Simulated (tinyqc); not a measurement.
# Input admittance of a MOSFET at zero drain bias: distributed channel and distributed gate: effects of single changes

Source and drain grounded, strong inversion, w = 2 pi f, Cox = eps0 eox/tox. The channel is an RC line of resistance 1/(mu Cox Vo) per square fed from both ends, so one finger has the intrinsic admittance y = i w Cox L tanh(g)/g per width, g = (1/2) sqrt(i w tau), tau = L^2/(mu Vo). The vertical resistance rv/L is in series with y, the overlaps 2 i w Cov in parallel: y_t = 1/(1/y + rv/L) + 2 i w Cov. The gate strip is a line of Rsh/L per length loaded by y_t, so a finger has Y = y_t Wf tanh(k)/k, k = (Wf/sd) sqrt(y_t Rsh/L); the device has Nf Y.

Values chosen for this exercise; values of the order met in silicon radio-frequency transistors: relative permittivity of the gate insulator (close to zirconium oxide) eox = 24.8; insulator thickness tox = 10 nm; channel length L = 0.095 um; finger width Wf = 8.3 um; number of fingers Nf = 16; channel mobility mu = 190 cm^2/(V s); gate overdrive Vo = 0.66 V; sheet resistance of the gate Rsh = 6.4 ohm/square; vertical resistivity of the gate stack rv = 2.1 ohm um^2; number of ends at which a finger is contacted sd = 1; overlap and fringe capacitance on each side Cov = 0.32 fF/um; frequency f = 3.5 GHz.

Constants: eps0 = 8.8541878128e-14 F/cm where lengths are in cm. Results are converted to the units shown.

Each table varies one quantity; the others keep the values above.

## Input impedance against frequency

Low-frequency limits, with c = Cox L and ct = c + 2 Cov: R_strip = Rsh Wf/(3 sd^2 L Nf), R_ch = (c/ct)^2 L/(12 mu Cox Vo Wf Nf), R_vert = (c/ct)^2 rv/(L Wf Nf), C = ct Wf Nf. Z = 1/(Nf Y) = R + 1/(i w C), Q = |Im Z|/R, far-point signal |1/cosh k|.

The same in every row: low-frequency R (ohm) = 11.873.

Result of one run:
```
f (GHz)	w tau	|k|	R (ohm)	C (fF)	Q	signal at the far point
0.04	1.8088e-4	0.056389	11.873	362.02	925.67	1.0000
```

What becomes of these results when the frequency f is changed from 0.04 to 2 GHz, all else the same?

Result of the changed run:
```
f (GHz)	w tau	|k|	R (ohm)	C (fF)	Q	signal at the far point
2	0.0090440	0.39873	11.871	361.82	18.527	0.99782
```

The whole series:
```
f (GHz)	w tau	|k|	R (ohm)	C (fF)	Q	signal at the far point
0.04	1.8088e-4	0.056389	11.873	362.02	925.67	1.0000
0.1	4.5220e-4	0.089159	11.873	362.02	370.27	0.99999
0.3	0.0013566	0.15443	11.873	362.01	123.42	0.99995
0.7	0.0031654	0.23589	11.873	361.99	52.900	0.99973
2	0.0090440	0.39873	11.871	361.82	18.527	0.99782
5	0.022610	0.63044	11.861	360.75	7.4391	0.98660
10	0.045220	0.89157	11.824	357.04	3.7701	0.94932
40	0.18088	1.7828	11.158	300.96	1.1849	0.59631
100	0.45220	2.8162	8.9607	195.60	0.90806	0.26296
```

R falls from 11.9 to 8.96 ohm and C falls from 362 to 196 fF. Q goes as f^(-1.00) between the first two rows and f^(-0.29) between the last two, where w tau = 0.452 and |k| = 2.82. The low-frequency limits hold both R and C within 5 % up to f = 10 GHz among the rows.

## Dividing a fixed width into fingers

Total width Wf Nf = 130 um; each finger also has a contact resistance Rc at each contacted end, which adds Rc/(sd Nf). The resistances are low-frequency limits, good while |k| is below about 1; the far-point signal is |1/cosh k| at f, without Rc.

The same in every row: R_ch + R_vert (ohm) = 0.2291.

Result of one run:
```
Nf	Wf (um)	R_strip (ohm)	Rc/(sd Nf) for Rc = 30 ohm (ohm)	sum (ohm)	signal at the far point
8	16.25	45.61	3.750	49.59	0.9159
```

What becomes of these results when the number of fingers Nf is changed from 8 to 4, all else the same?

Result of the changed run:
```
Nf	Wf (um)	R_strip (ohm)	Rc/(sd Nf) for Rc = 30 ohm (ohm)	sum (ohm)	signal at the far point
4	32.50	182.5	7.500	190.2	0.4893
```

The whole series:
```
Nf	Wf (um)	R_strip (ohm)	Rc/(sd Nf) for Rc = 30 ohm (ohm)	sum (ohm)	signal at the far point
1	130.0	2919	30.00	2950	0.005777
2	65.00	729.8	15.00	745.1	0.1072
4	32.50	182.5	7.500	190.2	0.4893
8	16.25	45.61	3.750	49.59	0.9159
16	8.125	11.40	1.875	13.51	0.9939
32	4.062	2.851	0.9375	4.017	0.9996
64	2.031	0.7127	0.4688	1.411	1.000
128	1.016	0.1782	0.2344	0.6416	1.000
```

R_strip falls as 1/Nf^2, from 2920 to 0.178 ohm, the contact term as 1/Nf, and R_ch + R_vert stays at 0.229 ohm since the total width is fixed. The sum stays over 1.5 times that floor in every row. More fingers add wiring capacitance, which is left out.

tinyqc, about 0.01 s, one thread, Intel Xeon 2.30GHz (shared host): `OMP_NUM_THREADS=1 python tinyqc.py 2262240 2262241 out.jsonl`
